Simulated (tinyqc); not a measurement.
# Biaxially strained (001) channel, valley splitting in an inversion layer, step by step

Computed by the program tinyqc: `OMP_NUM_THREADS=1 python tinyqc.py 2530119 2530120 out.jsonl`, one thread of a shared Intel Xeon 2.30GHz, about 0.01 s for the whole run. Printed values are rounded.

A thin layer grown on a relaxed buffer is stretched in the plane. The two valleys with their long axis along the growth direction (D2) sink against the four in-plane ones (D4); confinement in a triangular well splits them too. Only the lowest subband of each set is kept; one relaxation time, so the weakening of intervalley scattering is left out.

Inputs (values chosen for the exercise); values close to those of silicon on relaxed silicon-germanium: temperature T = 293 K; germanium share of the relaxed buffer x = 0.1; lattice mismatch per unit x b1 = 0.0418; elastic constant c11 = 168 GPa; elastic constant c12 = 65.4 GPa; shear deformation potential Xu = 9.19 eV; longitudinal mass ml = 0.905 m0; transverse mass mt = 0.192 m0; confining field F = 0.98 MV/cm; inversion density Ns = 2.5e12 cm^-2; Burgers vector bv = 0.384 nm.

Constants: q = 1.602176634e-19 C, kB = 1.380649e-23 J/K, hbar = 1.054571817e-34 J s, m0 = 9.1093837015e-31 kg, Vt = kB T/q, hbar^2/(2 m0) = 0.0380998212 eV nm^2. Results are converted to the units shown.

## Strain, stress and splitting

e_par = b1 x, e_perp = -2 (c12/c11) e_par, splitting D = Xu (e_par - e_perp), in-plane stress (c11 + c12 - 2 c12^2/c11) e_par.

e_par = 0.418 %
e_perp = -0.325443 %
D = 68.3224 meV
stress = 0.762772 GPa

## Subband edges and densities of states

Levels E(m) = 2.33811 (hbar^2 q^2 F^2/(2 m))^(1/3): E2 = E(ml), E4 = E(mt) + D; N2 = 2 mt kB T/(pi hbar^2), N4 = 4 sqrt(mt ml) kB T/(pi hbar^2).

E2 = 0.172892 eV
E4 = 0.358205 eV
N2 = 4.05013e12 cm^-2
N4 = 1.75862e13 cm^-2

Of the gap E4 - E2 = 185 meV, confinement gives 117 meV.

## Iteration 1: critical thickness by substitution

h at the start = 10 nm

Critical thickness (Matthews-Blakeslee, 60-degree dislocations): h = bv (1 - nu/4)[ln(h/bv) + 1]/(4 pi e_par (1 + nu)), nu = c12/(c11 + c12). The right side gives h(new); e_par = b1 x.

h after iteration 1 = 22.6205 nm

## Iteration 2: critical thickness by substitution

As before.

h after iteration 2 = 26.9553 nm

## Course of the iteration: critical thickness by substitution

Stop when h changes by less than 1e-7 nm, or after 60 iterations.

Course of the iteration:
```
iteration   h (nm)  |change| (nm)
1          22.6205           12.6
2          26.9553           4.33
3          27.8863          0.931
4          28.0666          0.180
5          28.1008         0.0342
6          28.1073        6.47e-3
7          28.1085        1.22e-3
8          28.1087        2.31e-4
9          28.1088        4.36e-5
10         28.1088        8.25e-6
11         28.1088        1.56e-6
12         28.1088        2.94e-7
13         28.1088        5.56e-8
```

Converged in 13 iterations. At the end each change is about 0.19 times the one before: linear convergence.

## Share of the light valleys and conductivity mass

EF = 0.168771 eV

EF solves Ns = N2 ln(1 + exp((EF - E2)/Vt)) + N4 ln(1 + exp((EF - E4)/Vt)); f2 is the share in D2, and 1/mc = f2/mt + (1 - f2)(1/mt + 1/ml)/2.

f2 = 0.996121
mc = 0.192294 m0

Without strain f2 would be 0.946 and mc 0.196 m0, so repopulation alone gains 2.0 % in mobility.
